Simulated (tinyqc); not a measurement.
## Pelgrom slope, floor and doping from two device sizes

Question. s^2 = A^2/(L W) + s0^2, with s0 independent of size and A = (q/Cox) sqrt(Na Wd/3) from random dopants alone, Cox = 3.9 eps0/ti. Find A, s0 and Na.

Values chosen for this exercise:

| symbol | value | unit | meaning |
|---|---|---|---|
| ti | 1.3 | nm | oxide-equivalent thickness in inversion |

Constants: q = 1.602176634e-19 C, eps0 = 8.8541878128e-14 F/cm where lengths are in cm. Results are converted to the units shown.

s for gate areas 0.001 and 0.031 um^2 (mV): 26.2947772  7.33114283
Wd = 23.6237474 nm

Answer. s^2 is linear in 1/area: slope A^2, intercept s0^2.

A = 0.812 mV um
s0 = 5.70 mV
Na = 2.30e18 cm^-3

Program tinyqc, `OMP_NUM_THREADS=1 python tinyqc.py 2090173 2090174 out.jsonl`; Intel Xeon 2.30GHz, shared host, one thread, about 0.01 s.
